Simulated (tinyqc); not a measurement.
# Subthreshold parameters from three currents

Problem. Far below threshold and for Vds well above Vt the virtual-source current tends to I = Cinv n Vt vx0 exp((Vgs - VT0 + dl Vds + al Vt)/(n Vt)) per width, with constant n; the three currents follow this limit. Find n, dl and VT0.

Values chosen for this exercise: temperature T = 250 K; inversion capacitance Cinv = 2.92 uF/cm^2; velocity at the virtual source vx0 = 1.01e7 cm/s; threshold shift (in units of Vt) from weak to strong inversion al = 3.5.

Constants: q = 1.602176634e-19 C, kB = 1.380649e-23 J/K, Vt = kB T/q. Results are converted to the units shown.

I at (Vgs, Vds) = (-0.2, 0.3), (-0.11, 0.3) and (-0.2, 0.9) V (nA/um): [2.5385655e-4, 0.0069907699, 0.0014234933]

Answer. The first two currents differ in Vgs alone and give n; the first and third differ in Vds alone and give dl; the size of the first then gives VT0.

n = 1.260
dl = 0.07800 V/V
VT0 = 0.4300 V

tinyqc, about 0.01 s, one thread, Intel Xeon 2.30GHz (shared host): `OMP_NUM_THREADS=1 python tinyqc.py 2380061 2380062 out.jsonl`
